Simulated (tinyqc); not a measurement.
Charge pumping in an n-channel transistor: two steps of the calculation.

The gate is pulsed from accumulation to inversion and back. Energies E are counted from the intrinsic level; Dit(E) = D0 [1 + b (2 E/Eg)^2]. During each edge the traps near the bands emit their carriers, and those between Eh and Ee recombine once a cycle.

Inputs (values chosen for the exercise); band and dielectric values those of a made-up semiconductor:
```
symbol    value         unit                                                               meaning
T           300            K                                                           temperature
Eg        0.794           eV                                                              band gap
Nc      1.08e19        cm^-3                            conduction-band density of states at 300 K
Nv      6.86e18        cm^-3                               valence-band density of states at 300 K
A             3         um^2                                                             gate area
D0       2.8e10  cm^-2 eV^-1                                                trap density at midgap
b           6.9                                    rise of the trap density towards the band edges
sn      1.2e-16         cm^2                                           cross-section for electrons
sp      9.3e-16         cm^2                                               cross-section for holes
vth       1.4e7         cm/s  thermal velocity at 300 K, one nominal value for electrons and holes
dV         0.53            V                                                             Vth - Vfb
Va          3.5            V                                                          pulse height
f           2e5           Hz                                                             frequency
tr          300           ns                                                             rise time
tf          700           ns                                                             fall time
```

Constants: q = 1.602176634e-19 C, kB = 1.380649e-23 J/K, Vt = kB T/q. Results are converted to the units shown.

Problem 1. Emission levels. ni = sqrt(Nc Nv) exp(-Eg/(2 Vt)), Eg in volts; emission times te = (dV/Va) tf and th = (dV/Va) tr; Ee = -Vt ln(vth sn ni te), Eh = +Vt ln(vth sp ni th).

Give: ni; te; th; Ee; Eh.

Solution 1.

ni = 1.843e12 cm^-3
te = 106.0 ns
th = 45.43 ns
Ee = 0.2074 eV
Eh = -0.1763 eV

The window covers 48.3 % of the gap.

Problem 2. Pumped charge and current. Nit = integral of Dit from Eh to Ee = D0 [Ee - Eh + 4 b (Ee^3 - Eh^3)/(3 Eg^2)], Qcp = q A Nit, Icp = f Qcp.

Ee = 0.20737921 eV
Eh = -0.17634660 eV

Give: Nit; mean Dit; traps pumped a cycle; Icp.

Solution 2.

Nit = 1.663e10 cm^-2
mean Dit = 4.334e10 cm^-2 eV^-1
traps pumped a cycle = 498.9
Icp = 15.99 pA

Range of the model: The Fermi levels of inversion and accumulation are taken to lie beyond Ee and Eh, the flat tops to fill all traps, and no geometric current is added.

Numbers from tinyqc (`OMP_NUM_THREADS=1 python tinyqc.py 2030096 2030097 out.jsonl`; about 0.01 s on one thread of a shared Intel Xeon 2.30GHz).
